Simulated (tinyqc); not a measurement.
Which clusters to keep: cluster expansion of a binary alloy: correlations, fit, cross-validation and ground states. Computed by tinyqc, a small Python program. Command: `OMP_NUM_THREADS=1 python tinyqc.py 3014859 3014860 out.jsonl clex walk`. One thread of a shared host (Intel(R) Xeon(R) Processor @ 2.30GHz), about 0.06 s of CPU time with the checks.

s = +1 for A and -1 for B. Energy per site E = J0 + J1 P(point) + sum over clusters of m V P, with P the mean product of spins; V > 0 on a pair favours unlike neighbours. Clusters per site m: pair 1 2, pair 2 2, pair 3 2, triplet 4; the triplet is two first-neighbour bonds at a right angle. Formation energies are counted from the line between pure A and pure B, which removes J0 and J1.

Inputs (values chosen for the exercise, for a model alloy):
```
quantity                    value      unit
first-pair interaction V1   -20.3       meV
second-pair interaction V2   -7.4       meV
third-pair interaction V3     1.3       meV
triplet interaction Vt       -4.3       meV
noise amplitude                 4  meV/site
```

Lattice: square.

Method:
- Design matrix of formation energies: m (P - 1) for pairs and m (P(triplet) - P(point)) for the triplet; x = (1 - P(point))/2.
- Exact: X V with V = (V1, V2, V3, Vt). The data to fit add the noise amplitude times the normal numbers, standing for what the clusters leave out.
- For each set, H = X (X^T X)^-1 X^T over the structures between the ends; residual e = E - H E; leave-one-out error e_i/(1 - H_ii); both as root mean squares.

correlations P, counted on periodic cells:
```
                      point    pair 1    pair 2    pair 3   triplet
A                   1.00000   1.00000   1.00000   1.00000   1.00000
A3B p(2x2)          0.50000   0.00000   0.00000   1.00000  -0.50000
A3B c(4x2)          0.50000   0.00000   0.00000   0.50000  -0.50000
A2B diagonal rows   0.33333  -0.33333   0.33333  -0.33333  -0.33333
A2B rows            0.33333   0.33333  -0.33333   0.33333   0.33333
AB c(2x2)           0.00000  -1.00000   1.00000   1.00000   0.00000
AB p(2x1)           0.00000   0.00000  -1.00000   1.00000   0.00000
A2B2 rows           0.00000   0.50000   0.00000   0.00000   0.00000
AB2 diagonal rows  -0.33333  -0.33333   0.33333  -0.33333   0.33333
AB2 rows           -0.33333   0.33333  -0.33333   0.33333  -0.33333
AB3 p(2x2)         -0.50000   0.00000   0.00000   1.00000   0.50000
AB3 c(4x2)         -0.50000   0.00000   0.00000   0.50000   0.50000
B                  -1.00000   1.00000   1.00000   1.00000  -1.00000
```

standard normal numbers for the noise (0 for the pure ends): A 0.000, A3B p(2x2) -1.265, A3B c(4x2) 1.184, A2B diagonal rows 0.355, A2B rows -0.298, AB c(2x2) -0.533, AB p(2x1) 0.440, A2B2 rows 0.543, AB2 diagonal rows 0.024, AB2 rows -0.928, AB3 p(2x2) -0.316, AB3 c(4x2) -1.122, B 0.000

X:
```
                     pair 1    pair 2    pair 3   triplet
A                   0.00000   0.00000   0.00000   0.00000
A3B p(2x2)         -2.00000  -2.00000   0.00000  -4.00000
A3B c(4x2)         -2.00000  -2.00000  -1.00000  -4.00000
A2B diagonal rows  -2.66667  -1.33333  -2.66667  -2.66667
A2B rows           -1.33333  -2.66667  -1.33333   0.00000
AB c(2x2)          -4.00000   0.00000   0.00000   0.00000
AB p(2x1)          -2.00000  -4.00000   0.00000   0.00000
A2B2 rows          -1.00000  -2.00000  -2.00000   0.00000
AB2 diagonal rows  -2.66667  -1.33333  -2.66667   2.66667
AB2 rows           -1.33333  -2.66667  -1.33333   0.00000
AB3 p(2x2)         -2.00000  -2.00000   0.00000   4.00000
AB3 c(4x2)         -2.00000  -2.00000  -1.00000   4.00000
B                   0.00000   0.00000   0.00000   0.00000
```

data (meV/site): A 0.0000, A3B p(2x2) 67.5400, A3B c(4x2) 76.0360, A2B diagonal rows 73.4200, A2B rows 43.8747, AB c(2x2) 79.0680, AB p(2x1) 71.9600, A2B2 rows 34.6720, AB2 diagonal rows 49.1627, AB2 rows 41.3547, AB3 p(2x2) 36.9360, AB3 c(4x2) 32.4120, B 0.0000

Fits:
```
clusters     fit error (meV/site)  leave-one-out error (meV/site)  largest H_ii
V1                         16.530                          18.747       0.29209
V1 V2                      12.626                          14.048       0.64793
V1 V3                      16.376                          21.035       0.51613
V1 V2 Vt                    2.732                           3.817       0.64793
V1 Vt                      11.013                          13.359       0.29209
V1 V2 V3                   12.613                          15.354       0.75527
V1 V3 Vt                   10.780                          15.885       0.51613
V1 V2 V3 Vt                 2.670                           4.053       0.75527
```

leave-one-out error without pair 3 = 3.8170 meV/site

leave-one-out error with all four = 4.0526 meV/site

What does the comparison show, and why?

The fit error can only fall as clusters are added, to 2.67 meV with all four. The leave-one-out error is least for V1 V2 Vt (3.82 meV), and all four give 4.05: the extra terms fit noise more than signal.

Extremes, crossings and ranges named in words are read from the listed rows.
